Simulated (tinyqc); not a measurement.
# Double-gate transistor below threshold, two-dimensional Poisson equation on a small mesh, step by step

Program tinyqc, `OMP_NUM_THREADS=1 python tinyqc.py 2480010 2480011 out.jsonl`; Intel Xeon 2.30GHz, shared host, one thread, about 0.09 s. Printed values are rounded.

Half of a symmetric double-gate structure: row 0 is the mid-plane of the body, where the normal field vanishes. Mobile charge is neglected (subthreshold), the body is fully depleted, and potentials are counted from the intrinsic level; rows run upward to the gate, columns from source to drain.

Inputs (values chosen for the exercise); semiconductor permittivity made up: temperature T = 300 K; relative permittivity of the semiconductor eps_r = 18.3; relative permittivity of the insulator eox = 25; half the body thickness tb = 3 nm; insulator thickness tox = 6.2 nm; channel length L = 21 nm; acceptor density of the depleted body Na = 0 cm^-3; potential of the source Vbi = 0.49 V; gate offset Vfb = 0 V; gate voltage Vg = 0.05 V; drain voltage Vd = 0.3 V.

Constants: q = 1.602176634e-19 C, kB = 1.380649e-23 J/K, Vt = kB T/q, eps0 = 8.8541878128e-14 F/cm where lengths are in cm. Results are converted to the units shown.

## Coefficients of the five-point equations

Mesh: rows i = 0..1 in the semiconductor (step hs = tb/1, row 1 on the interface), then 1 step(s) ho = tox/1 up to the gate row 2; columns j = 0..4 (step hy = L/4). Box integration, divided by eps0: up_i = eps hy/h of the interval above row i, dn_i = that of the interval below (0 for row 0), lat_i = (sum of eps h/2 over the intervals above and below)/hy, s_i = -q Na w_i hy/eps0 with w_i the semiconductor height of the box (hs/2 for row 0 and the interface row, hs between, 0 in the insulator). Each free node obeys (up + dn + 2 lat) psi = up psi(above) + dn psi(below) + lat [psi(left) + psi(right)] + s.

up, row 0 to 1: [32.0250, 21.1694]
dn, row 0 to 1: [0, 32.0250]
lat, row 0 to 1: [5.22857, 19.9905]
s, row 0 to 1 (V): [0, 0]

## Iteration 1: over-relaxation sweep (omega = 1.2)

psi at the start (fixed values on the edges, free nodes at zero) (V):
```
            j=0       j=1       j=2       j=3       j=4
row 0  0.490000  0.000000  0.000000  0.000000  0.790000
row 1  0.490000  0.000000  0.000000  0.000000  0.790000
row 2  0.050000  0.050000  0.050000  0.050000  0.050000
```

Free nodes: rows 0..1, columns 1..3, taken row by row from row 0, left to right. t = (up psi(above) + dn psi(below) + lat [psi(left) + psi(right)] + s)/(up + dn + 2 lat), with the newest neighbours; psi(new) = psi + 1.2 (t - psi).

psi after iteration 1 (V):
```
            j=0       j=1       j=2       j=3       j=4
row 0  0.490000  0.072369  0.010688  0.118256  0.790000
row 1  0.490000  0.169634  0.061714  0.281685  0.790000
row 2  0.050000  0.050000  0.050000  0.050000  0.050000
```

## Iteration 2: over-relaxation sweep (omega = 1.2)

As before.

psi after iteration 2 (V):
```
            j=0       j=1       j=2       j=3       j=4
row 0  0.490000  0.212928  0.102603  0.362996  0.790000
row 1  0.490000  0.209569  0.170084  0.354192  0.790000
row 2  0.050000  0.050000  0.050000  0.050000  0.050000
```

## Course of the iteration: over-relaxation sweep (omega = 1.2)

Stop when the largest change of psi is below 1e-7 V, or after 400 iterations. Fixed values: gate row Vg - Vfb; column 0 at Vbi and the last column at Vbi + Vd in the semiconductor, each running linearly to Vg - Vfb across the insulator.

Course of the iteration:
```
iteration  psi at row 0, j = 2 (V)  largest |change| of one entry (V)
1                        0.0106884                              0.282
2                         0.102603                              0.245
3                         0.221588                              0.119
4                         0.257038                             0.0393
5                         0.266656                             0.0193
6                         0.269712                            3.54e-3
7                         0.270461                            8.64e-4
8                         0.270667                            3.07e-4
9                         0.270723                            7.91e-5
10                        0.270737                            1.92e-5
11                        0.270741                            4.94e-6
12                        0.270741                            1.37e-6
13                        0.270742                            3.64e-7
14                        0.270742                            8.96e-8
```

Converged in 14 iterations. The changes do not fall evenly; from iteration 9 to 14 they shrink by a factor of 3.9 a step on average.

## Barrier, swing and barrier lowering

converged psi (V):
```
            j=0       j=1       j=2       j=3       j=4
row 0  0.490000  0.297950  0.270742  0.413274  0.790000
row 1  0.490000  0.271036  0.243029  0.375038  0.790000
row 2  0.050000  0.050000  0.050000  0.050000  0.050000
```

d psi/dVg on row 0: j=0 0.000000, j=1 0.482014, j=2 0.625861, j=3 0.482014, j=4 0.000000
d psi/dVd on row 0: j=0 0.00000, j=1 0.06679, j=2 0.18707, j=3 0.45120, j=4 1.00000

The barrier is read along row 0, the path farthest from the gate. Take the node j of lowest psi: barrier Vbi - psi_j; swing Vt ln 10/(d psi_j/dVg); DIBL = (d psi_j/dVd)/(d psi_j/dVg). The derivatives solve the same equations with s = 0 and a unit change of that voltage.

j = 2
barrier = 0.219258 V
swing = 95.1112 mV/decade
DIBL = 298.899 mV/V

A mesh of 12, 8 and 80 steps (semiconductor, insulator, channel) gives a barrier of 0.270 V, a swing of 86.3 mV a decade and a DIBL of 163 mV/V; the small mesh puts the barrier 19 % below that.
